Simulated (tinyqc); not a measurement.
Speciation in dilute and buffered hydrofluoric acid, oxide etch rate and bath loading. Inputs raised by 10 %, one at a time. Computed by tinyqc, a small Python program. Command: `OMP_NUM_THREADS=1 python tinyqc.py 3120204 3120205 out.jsonl hfetch sens`. One thread of a shared host (Intel(R) Xeon(R) Processor @ 2.30GHz), about 0.01 s of CPU time with the checks.

Concentrations stand for activities, NH4+ and Cl- are spectators, and water ionisation is neglected. H, F and HF2 denote the ions H+, F- and HF2-. The base temperature is 298 K.

Inputs (values chosen for the exercise, of the order of those for thermal oxide at room temperature):
```
quantity                            value            unit
HF added                              1.2           mol/L
NH4F added                           0.95           mol/L
HCl added                               0           mol/L
K1 = [H][F]/[HF]                 0.000749           mol/L
K2 = [HF2]/([HF][F])                 3.46           L/mol
K3 = [H2F2]/[HF]^2                   2.62           L/mol
rate constant of neutral HF k_a        11  nm L/(min mol)
rate constant of HF2 k_b               57  nm L/(min mol)
activation energy                    0.38              eV
temperature error                    0.77               K
oxide removed per wafer                55              nm
```

Constants: k_B = 8.617333262e-05 eV/K.

Method:
- Fluoride balance: [HF] + [F] + 2 [HF2] + 2 [H2F2] = HF added + NH4F added. Acid balance: [H] + [HF] + [HF2] + 2 [H2F2] = HF added + HCl added. For a trial [H], [HF] = [H][F]/K1, and the fluoride balance is a quadratic in [F].
- The root is refined to 1e-13 in pH = -log10 [H].
- Rate = k_a ([HF] + 2 [H2F2]) + k_b [HF2], an empirical two-term form.
- Time = oxide/rate; a temperature error changes the rate by exp((E_a/k_B)(1/298 - 1/(298 + error))) - 1.

Runs:
```
input moved                                           from         to  etch rate (nm/min)  [HF2] (mol/L)  share of HF2 in the rate (%)
base run                                                 -          -              35.037        0.47482                        77.247
HF added (mol/L)                                       1.2       1.32              37.240        0.49403                        75.617
NH4F added (mol/L)                                    0.95      1.045              36.809        0.51333                        79.491
K1 = [H][F]/[HF] (mol/L)                          0.000749  0.0008239              35.037        0.47483                        77.249
K2 = [HF2]/([HF][F]) (L/mol)                          3.46      3.806              35.899        0.49357                        78.368
K3 = [H2F2]/[HF]^2 (L/mol)                            2.62      2.882              34.709        0.46768                        76.805
rate constant of neutral HF k_a (nm L/(min mol))        11       12.1              35.834        0.47482                        75.528
rate constant of HF2 k_b (nm L/(min mol))               57       62.7              37.743        0.47482                        78.878
```

Exponents ln(y'/y) / ln(x'/x):
```
input                            etch rate   [HF2]  share of HF2 in the rate
HF added                             0.640   0.416                    -0.224
NH4F added                           0.518   0.818                     0.301
K1 = [H][F]/[HF]                     0.000   0.000                     0.000
K2 = [HF2]/([HF][F])                 0.255   0.406                     0.151
K3 = [H2F2]/[HF]^2                  -0.099  -0.159                    -0.060
rate constant of neutral HF k_a      0.236   0.000                    -0.236
rate constant of HF2 k_b             0.781   0.000                     0.219
```

Among the inputs moved here: etch rate answers most in size to rate constant of HF2 k_b (exponent +0.781), next to HF added (+0.640); its exponent is below 0.0005 for K1 = [H][F]/[HF]. [HF2] answers most in size to NH4F added (exponent +0.818), next to HF added (+0.416); its exponent is below 0.0005 for K1 = [H][F]/[HF], rate constant of neutral HF k_a, rate constant of HF2 k_b. Share of HF2 in the rate answers most in size to NH4F added (exponent +0.301), next to rate constant of neutral HF k_a (-0.236); its exponent is below 0.0005 for K1 = [H][F]/[HF].

Caution (all rows): at ionic strengths above about 0.5 mol/L activities differ much from concentrations, so pH and rates are only indicative.
